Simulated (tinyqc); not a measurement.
A particle near a wafer in liquid: double-layer and van der Waals forces (DLVO), deposition barrier and removal: one step, computed by the program tinyqc.

Sphere and flat wall, Derjaguin approximation, constant potentials in the linear-superposition form, no retardation and no hydration force.

Task: Screening. kappa^2 = 2 z^2 e^2 N_A (1000 c)/(eps eps_0 k_B T); gamma_i = tanh(z e psi_i/(4 k_B T)); Z = 64 pi eps eps_0 (k_B T/(z e))^2 gamma_1 gamma_2.

Inputs (values chosen for the exercise, of the order of those for polymer latex on silicon in water):
```
quantity                           value   unit
particle radius R                     14     nm
potential of the particle psi_1      -58     mV
potential of the wafer psi_2         -52     mV
salt concentration c                0.11  mol/L
valence z of the symmetric salt        1      -
temperature T                        343      K
dielectric constant of the liquid   63.7      -
```

Constants: e = 1.602176634e-19 C; N_A = 6.02214076e+23 1/mol; eps_0 = 8.8541878128e-12 F/m; k_B = 1.380649e-23 J/K; k_B = 8.617333262e-05 eV/K.

Give: kappa; Debye length; gamma_1; gamma_2; Z; kappa R.

Result:

kappa = 1.128 1/nm

Debye length = 0.8862 nm

gamma_1 = -0.4547

gamma_2 = -0.4135

Z = 18.63 pN

kappa R = 15.80

Like signs: the double layers repel.
